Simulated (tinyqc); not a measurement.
What each parameter does: Shockley state of an s-p chain by decimation.

Each site has s at -d/2 and p at +d/2: H0 = diag(-d/2, d/2). The block to the next site on the right is H1 = [[-ts, u], [-u, tp]] (rows s, p of site n; columns s, p of site n + 1). Bulk: H(k) = [[-d/2 - 2 ts cos k, 2i u sin k], [-2i u sin k, d/2 + 2 tp cos k]]. The bands are inverted at k = pi if d < 2 (ts + tp).

Decimation (Sancho-Rubio) at z = E + i eta: start with es = e = H0, A = H1, B = H1^T. Each round forms g = (z - e)^-1 and sets es += A g B, e += A g B + B g A, A = A g A, B = B g B, doubling the length covered. Stop when all |A| < 1e-10. Surface G = (z - es)^-1, bulk G = (z - e)^-1; densities -Im tr G/pi.

Parameters, chosen for this exercise:
```
symbol  value  unit  meaning
d       0.99   eV    Ep - Es
ts      0.86   eV    s-s hopping
tp      0.73   eV    p-p hopping
u       1.03   eV    s-p hopping
E       0.22   eV    energy
eta     0.01   eV    broadening
```

Gap edges from 201 k points between 0 and pi, and the surface density at E by decimation.

One parameter was then changed.

Results before and after:
```
case     top of lower band (eV)  bottom of upper band (eV)  surface density (1/eV)
base                    -0.9650                     1.2250                  0.0886
changed                 -0.9650                     1.2250                  0.0872
```

Which of these changes was made? (a) u = 1.133 eV; (b) tp = 0.803 eV; (c) ts = 0.946 eV; (d) eta = 0.02 eV; (e) d = 1.089 eV.

Answer: (a) u = 1.133 eV. Of the candidates, run in turn, only this one gives the changed row.

All candidates:
```
case           top of lower band (eV)  bottom of upper band (eV)  surface density (1/eV)
base                          -0.9650                     1.2250                  0.0886
d = 1.089 eV                  -0.9155                     1.1755                  0.0906
ts = 0.946 eV                 -0.9650                     1.3970                  0.1183
tp = 0.803 eV                 -1.1110                     1.2250                  0.0705
u = 1.133 eV                  -0.9650                     1.2250                  0.0872
eta = 0.02 eV                 -0.9650                     1.2250                  0.1755
```

The base chain is inverted, so a surface state lies in the gap; E lies in the gap.

Run: tinyqc, `OMP_NUM_THREADS=1 python tinyqc.py 1450124 1450125 out.jsonl`; Intel(R) Xeon(R) Processor @ 2.30GHz, one thread, shared host; about 0.3 s of CPU time with all checks.
